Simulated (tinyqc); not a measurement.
Emission in a field: deep level as a short-range spherical well.

Constants: e^2/(4 pi eps0) = 14.39964547 eV angstrom; kB = 8.617333262e-05 eV/K.

Values chosen for the exercise (near those of GaN; not measured data):
- eps = 9.1 (static dielectric constant)
- R = 2.5 angstrom (radius of the well)
- T = 200 K (temperature)
- Fs = (2, 10, 30, 70, 150, 300) kV/cm (fields)

Et = 0.18910 eV

Barrier lowering for a charged centre (Poole-Frenkel) is 2 sqrt(q e F/eps), q = e^2/(4 pi eps0), and for the neutral well e F R; the one-dimensional enhancement is exp(lowering/kB T). 1 kV/cm = 1e-5 V/angstrom; tunnelling is left out.

Results:

| F (kV/cm) | lowering, charged (meV) | enhancement | saddle at (angstrom) | lowering, neutral (meV) | enhancement |
|---|---|---|---|---|---|
| 2 | 11.3 | 1.92 | 281 | 0.05 | 1.003 |
| 10 | 25.2 | 4.30 | 126 | 0.25 | 1.015 |
| 30 | 43.6 | 12.5 | 73 | 0.75 | 1.044 |
| 70 | 66.6 | 47.6 | 48 | 1.75 | 1.107 |
| 150 | 97.4 | 285 | 32 | 3.75 | 1.243 |
| 300 | 137.8 | 2.97e+03 | 23 | 7.50 | 1.545 |

What does the comparison show, and why?

At 300 kV/cm the charged centre emits 2.97e+03 times faster and the neutral one 1.55 times: the logarithm of the enhancement is linear in sqrt(F) for the first and in F for the second, which tells the charge state. In the last rows the lowering nears Et, where the formula is no longer safe. The largest lowering is 73 % of Et.

Program tinyqc; command `OMP_NUM_THREADS=1 python tinyqc.py 1281037 1281038 out.jsonl`; about 0.01 s on one thread of a shared Intel(R) Xeon(R) Processor @ 2.30GHz.
